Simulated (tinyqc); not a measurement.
# Changing the probe frequency / omega_TO

Model: single-oscillator infrared dielectric function of a polar cubic crystal. Computed by tinyqc, a small Python program. Command: `OMP_NUM_THREADS=1 python tinyqc.py 3013528 3013529 out.jsonl infrared sweep`. One thread of a shared host (Intel(R) Xeon(R) Processor @ 2.30GHz), about 0.01 s of CPU time with the checks.

One ion pair, charges +Z* and -Z*, in a cell of volume Omega = a^3. Frequencies omega are given as wavenumbers (1/cm); eps_s is the static dielectric constant.

Inputs (values chosen for the exercise, for a model crystal):
```
quantity              value      unit
lattice constant a      4.4  angstrom
mass M_A                120         u
mass M_B               39.5         u
omega_TO                611      1/cm
Born charge Z*         2.28         e
eps_inf                7.18         -
phonon damping gamma     18      1/cm
```

Structure: caesium chloride. Free carriers: absent.

Constants: nu for 1 eV/(angstrom^2 u) = 15.6333042 THz; 1 THz = 33.35640952 1/cm; e^2/(4 pi eps_0) = 14.39964548 eV angstrom.

Method:
- mu = M_A M_B/(M_A + M_B); ionic plasma term W^2 = 4 pi Z*^2 (e^2/(4 pi eps_0))/(Omega mu) in eV/(angstrom^2 u), turned into 1/cm by W = 15.6333042 x 33.35640952 x sqrt(W^2); omega_LO^2 = omega_TO^2 + W^2/eps_inf; eps_s = eps_inf + W^2/omega_TO^2; Szigeti charge 3 Z*/(eps_inf + 2); longitudinal (Callen) charge Z*/eps_inf.
- eps(omega) = eps_inf + W^2/(omega_TO^2 - omega^2 - i gamma omega); n + i k = sqrt(eps) with k >= 0; R = |(n + i k - 1)/(n + i k + 1)|^2 at normal incidence from vacuum.
- omega is the probe ratio times omega_TO. Intensity decays over 1/(4 pi omega k); the loss function is Im(-1/eps).

One run for each value:
```
probe frequency / omega_TO  reflectivity R  Re eps       n           k
0.6                                0.21874  7.6026  2.7573  2.1165e-03
0.7                                0.22131  7.7099  2.7767  3.8580e-03
0.8                                0.22645  7.9286  2.8158  8.7028e-03
0.9                                0.24109  8.5773  2.9289  3.3288e-02
1.0                                0.34693  7.1800  3.0692  1.4967e+00
1.1                                0.17444  5.9211  2.4337  3.9912e-02
1.2                                0.19244  6.5688  2.5630  9.5801e-03
1.3                                0.19829  6.7889  2.6056  4.1653e-03
1.4                                0.20116  6.8986  2.6265  2.3017e-03
1.5                                0.20284  6.9637  2.6389  1.4486e-03
1.6                                0.20395  7.0067  2.6470  9.8936e-04
1.7                                0.20472  7.0369  2.6527  7.1477e-04
1.8                                0.20529  7.0592  2.6569  5.3801e-04
1.9                                0.20573  7.0763  2.6601  4.1783e-04
```

Describe the trends.

Over the rows, reflectivity R lies between 0.174 and 0.347 without a single trend; Re eps lies between 5.92 and 8.58 without a single trend.

Extremes, crossings and ranges named in words are read from the listed rows.
